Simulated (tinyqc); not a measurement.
Keating valence-force model of a tetrahedral crystal. From one set of inputs to another, one input at a time. Computed by tinyqc, a small Python program. Command: `OMP_NUM_THREADS=1 python tinyqc.py 3009507 3009508 out.jsonl keating ladder`. One thread of a shared host (Intel(R) Xeon(R) Processor @ 2.30GHz), about 0.05 s of CPU time with the checks.

Atom A sits at 0 and atom B at a/4 (1,1,1) of an fcc lattice; the four bonds from A are t = a/4 (1,1,1), a/4 (1,-1,-1), a/4 (-1,1,-1), a/4 (-1,-1,1), of length d = sqrt(3) a/4. Energy: E = (3 alpha/(8 d^2)) sum over bonds (r.r - d^2)^2 + (3 beta/(8 d^2)) sum over pairs of bonds at one atom (r_i.r_j + d^2/3)^2, with beta_A for the six pairs at A and beta_B for the six at B. The cell holds two atoms, Omega = a^3/4. 1 N/m = 1 J/m^2. With constants fitted to the elastic moduli this model puts optical and zone-boundary frequencies of real crystals too high, by up to about 20 % in elemental crystals and up to about 50 % in compounds, and mostly by more for TA modes; in compounds the lattice part of the static dielectric constant then comes out too low.

The inputs printed are set A. Inputs not listed in the table keep their values of set A, so the rows need not describe a real material.

Inputs (values chosen for the exercise, modelled on gallium phosphide):
```
quantity               value      unit
lattice constant a     5.451  angstrom
mass M_A               69.72         u
mass M_B               30.97         u
bond stretching alpha   46.5       N/m
bond bending beta_A     10.6       N/m
bond bending beta_B     8.39       N/m
Born charge Z*          2.11         e
eps_inf                 8.83         -
```

Structure: zinc blende.

Constants: nu for 1 eV/(angstrom^2 u) = 15.6333042 THz; 1 eV/angstrom^2 = 16.02176634 J/m^2; 1 THz = 33.35640952 1/cm; e^2/(4 pi eps_0) = 14.39964548 eV angstrom.

Method:
- beta = (beta_A + beta_B)/2; C11 = (alpha + 3 beta)/a, C12 = (alpha - beta)/a, C44 = 4 alpha beta/(a (alpha + beta)); with the two sublattices clamped C44(0) = (alpha + beta)/a; internal-strain parameter zeta = (alpha - beta)/(alpha + beta); B = (C11 + 2 C12)/3.
- beta = (beta_A + beta_B)/2; mu = M_A M_B/(M_A + M_B); lambda = 4 (alpha + beta)/mu with the springs in eV/angstrom^2; nu = 15.6333042 THz x sqrt(lambda).
- The long-range field adds 4 pi Z*^2 (e^2/(4 pi eps_0))/(eps_inf Omega mu) to lambda for the longitudinal mode at q -> 0; lambda = (nu/15.6333042 THz)^2; eps_0 = eps_inf (nu_LO/nu_TO)^2 (Lyddane-Sachs-Teller; here eps_0 is the static dielectric constant).

Each row keeps all changes above it:
```
input moved                     from     to  internal-strain parameter zeta  nu_TO at G (THz)  static dielectric constant
set A                              -      -                          0.6609             12.62                       10.25
eps_inf                         8.83     16                          0.6609             12.62                       17.42
lattice constant a (angstrom)  5.451  4.174                          0.6609             12.62                       19.17
mass M_B (u)                   30.97     57                          0.6609             10.44                       19.17
bond bending beta_A (N/m)       10.6   31.8                          0.3965             11.38                       18.67
Born charge Z* (e)              2.11   1.07                          0.3965             11.38                       16.69
bond stretching alpha (N/m)     46.5    112                          0.6957             16.03                       16.35
mass M_A (u)                   69.72   23.6                          0.6957             21.98                       16.35
```

Internal-strain parameter zeta goes from 0.661 to 0.696, a factor 1.05 in all. The largest single move comes from bond stretching alpha (a factor 1.75), and bond bending beta_A works against it (a factor 0.600). nu_TO at G goes from 12.6 to 22.0, a factor 1.74 in all. The largest single move comes from bond stretching alpha (a factor 1.41), and mass M_B works against it (a factor 0.827). Static dielectric constant goes from 10.3 to 16.3, a factor 1.59 in all. The largest single move comes from eps_inf (a factor 1.70), and Born charge Z* works against it (a factor 0.894). The single moves hold for this order of the switches; the total does not depend on the order.

Extremes, crossings and ranges named in words are read from the listed rows.
